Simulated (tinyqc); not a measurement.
## MOS structure on a p-type body, non-linear Poisson equation by Newton steps: charge and capacitance against gate voltage

One dimension, insulator interface at x = 0, acceptor density Na, uniform, net doping C = -(acceptor density). psi is counted from the intrinsic level: n = ni exp((psi - Vb)/Vt), p = ni exp(-psi/Vt); deep in the body psi_b = -Vt ln(Na/ni). The gate acts through Cox = eps0 eox/tox and has the potential psi_G = Vg - (phiM - chi - Vt ln(Nc/ni)). Boltzmann statistics, full ionisation, classical densities, no oxide or interface charge. Acceptors in real wide-gap material are deep and only partly ionised in the neutral body.

ni = sqrt(Nc Nv) exp(-Eg/(2 Vt)), Eg in volts. The Poisson equation d/dx(eps0 eps_r dpsi/dx) = -q (p - n + C), with eps0 eps_r dpsi/dx = -Cox (psi_G - psi_0) at x = 0, is solved on a mesh of about 600 nodes or more. N_inv is the integral of n less its value deep in the body. C_LF = Cox (1 - dpsi_0/dVg) with all carriers following; C_HF is the same with the electron quasi-Fermi level shifting uniformly so that N_inv stays fixed. The centroid is that of the same excess.

Parameters, values chosen for the exercise; band and dielectric values close to those of 4H silicon carbide: temperature T = 300 K; band gap Eg = 3.24 eV; relative permittivity eps_r = 9.51; conduction-band density of states at T Nc = 1.68e19 cm^-3; valence-band density of states at T Nv = 2.48e19 cm^-3; electron affinity chi = 3.53 eV; acceptor density deep in the body Na = 1.9e17 cm^-3; relative permittivity of the gate insulator (close to zirconium oxide) eox = 25.1; insulator thickness tox = 8.1 nm; gate work function phiM = 4.18 eV; electron quasi-Fermi potential against the body Vb = 0 V.

Constants: q = 1.602176634e-19 C, kB = 1.380649e-23 J/K, Vt = kB T/q, eps0 = 8.8541878128e-14 F/cm where lengths are in cm. Results are converted to the units shown.

Result of one run:
```
psi_0 - psi_b (V)  N_inv (cm^-2)  C_LF/Cox  C_HF/Cox  centroid (nm)
3.10                     4.97e11     0.511    0.0230          0.527
```

Which gate voltage against the body Vg gave this result: 0.68, 0.81, 1.21 or 1.34 V?

Vg = 0.81 V.

The whole series:
```
Vg (V)  psi_0 - psi_b (V)  N_inv (cm^-2)  C_LF/Cox  C_HF/Cox  centroid (nm)
0.42                 2.75         6.95e5    0.0244    0.0244          0.588
0.55                 2.87         9.18e7    0.0241    0.0239          0.575
0.68                 3.00        1.18e10    0.0480    0.0234          0.562
0.81                 3.10        4.97e11     0.511    0.0230          0.527
0.94                 3.14        1.99e12     0.778    0.0230          0.462
1.07                 3.17        3.82e12     0.857    0.0229          0.407
1.21                 3.18        5.92e12     0.897    0.0229          0.361
1.34                 3.19        7.94e12     0.917    0.0229          0.327
```

N_inv goes from 6.95e5 to 7.94e12 cm^-2 and passes 2e11 cm^-2 at Vg = 0.767 V. Below threshold it takes 61.3 mV a decade between Vg = 0.42 and 0.55 V, against Vt ln 10 = 59.5 mV. C_LF/Cox is lowest, 0.0241, at Vg = 0.55 V among the rows listed and ends at 0.917, while C_HF/Cox ends at 0.0229. Between the last two rows q dN_inv/dVg is 0.907 Cox. Where the classical centroid is under about 2 nm, confinement would move the charge away from the interface and raise the threshold. Above about 2e12 cm^-2 degeneracy matters too.

tinyqc, about 0.5 s, one thread, Intel Xeon 2.30GHz (shared host): `OMP_NUM_THREADS=1 python tinyqc.py 2080106 2080107 out.jsonl`
